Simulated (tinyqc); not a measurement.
# CMOS latch-up, two-transistor model: effects of single changes

A parasitic pnp (emitter at Vdd, base shunted by Rw) and npn (emitter at ground, base shunted by Rs) feed each other: the npn collector current flows out of the pnp base node, the pnp collector current into the npn base node. Forward-active transistors with constant gains: Icn = Isn exp(Vn/Vt), Icp = Isp (exp(Vp/Vt) - 1). A current Ii is injected into the npn base node.

Values chosen for this exercise; values close to those of bulk CMOS: temperature T = 300 K; current gain of the npn bn = 10.2; current gain of the pnp bp = 3.8; saturation current of the npn at T Isn = 3.7e-15 A; saturation current of the pnp at T Isp = 1.2e-15 A; substrate resistance shunting the npn Rs = 1100 ohm; well resistance shunting the pnp Rw = 1700 ohm; resistance from the pnp collector to the npn base R2 = 70 ohm; base-emitter voltage in the on state Von = 0.71 V; saturation voltage Vsat = 0.15 V; supply voltage Vdd = 3.3 V.

Constants: q = 1.602176634e-19 C, kB = 1.380649e-23 J/K, Vt = kB T/q. Results are converted to the units shown.

Each table varies one quantity; the others keep the values above.

## Effect of the well resistance shunting the pnp

Node equations: Vp/Rw + Icp/bp = Icn and Vn/Rs + Icn/bn = Icp + Ii. Loop gain G = gn gp/[(1/Rw + gp/bp)(1/Rs + gn/bn)], gn = Icn/Vt, gp = (Icp + Isp)/Vt; the off state ends where G = 1, and Ii there is the trigger current. On state with both base-emitter voltages at Von: npn base current Ib = (Von/Rs + bp Von/Rw)/(bn bp - 1), holding current Ih = (bn + 1) Ib + Von/Rs, holding voltage Vh = Vsat + Von + R2 (Ib + Von/Rs).

Result of one run:
```
Rw (ohm)  Vn at trigger (V)  trigger current (mA)  Ih (mA)  Vh (V)
2400                 0.6426                0.6045    1.170  0.9085
```

What becomes of these results when the well resistance shunting the pnp Rw is changed from 2400 to 330 ohm, all else the same?

Result of the changed run:
```
Rw (ohm)  Vn at trigger (V)  trigger current (mA)  Ih (mA)  Vh (V)
330                  0.6955                0.7981    3.262  0.9215
```

The whole series:
```
Rw (ohm)  Vn at trigger (V)  trigger current (mA)  Ih (mA)  Vh (V)
170                  0.7133                0.9804    5.544  0.9358
330                  0.6955                0.7981    3.262  0.9215
630                  0.6781                0.7007    2.107  0.9143
1200                 0.6609                0.6435    1.504  0.9105
2400                 0.6426                0.6045    1.170  0.9085
4600                 0.6255                0.5785    1.011  0.9075
8800                 0.6087                0.5578   0.9278  0.9069
17000                0.5918                0.5396   0.8840  0.9067
```

As Rw goes from 170 to 17000 ohm, the trigger current falls from 0.980 to 0.540 mA, Ih falls from 5.54 to 0.884 mA and Vh falls from 0.936 to 0.907 V. Vh exceeds the supply Vdd = 3.3 V, which then cannot sustain a latched state, in 0 of the 8 rows. For Rw = 170 Vn at the trigger exceeds the fixed Von of the on-state formulas, so Ih and Vh are too low there.

## Effect of the current gain of the pnp

Same model as above.

Effect of the current gain of the pnp:
```
bp    Vn at trigger (V)  trigger current (mA)  Ih (mA)  Vh (V)
0.11             0.7001                0.6541    64.12   1.302
0.22             0.6558                0.6252    7.284  0.9467
0.43             0.6529                0.6231    3.374  0.9222
0.84             0.6521                0.6224    2.120  0.9144
1.6              0.6519                0.6221    1.606  0.9112
3.2              0.6517                0.6219    1.347  0.9096
6.2              0.6516                0.6219    1.228  0.9088
12               0.6516                0.6218    1.167  0.9084
```

Read the table: what changes, and by how much?

As bp goes from 0.11 to 12, the trigger current falls from 0.654 to 0.622 mA, Ih falls from 64.1 to 1.17 mA and Vh falls from 1.30 to 0.908 V. Vh exceeds the supply Vdd = 3.3 V, which then cannot sustain a latched state, in 0 of the 8 rows. For bp = 0.059 the product of the gains is about one or less, so there is no latched state. For bp = 0.11 the holding current passes 50 mA, where high injection lowers the gains.

Computed by the program tinyqc: `OMP_NUM_THREADS=1 python tinyqc.py 2670143 2670144 out.jsonl`, one thread of a shared Intel Xeon 2.30GHz, about 0.07 s for the whole run.
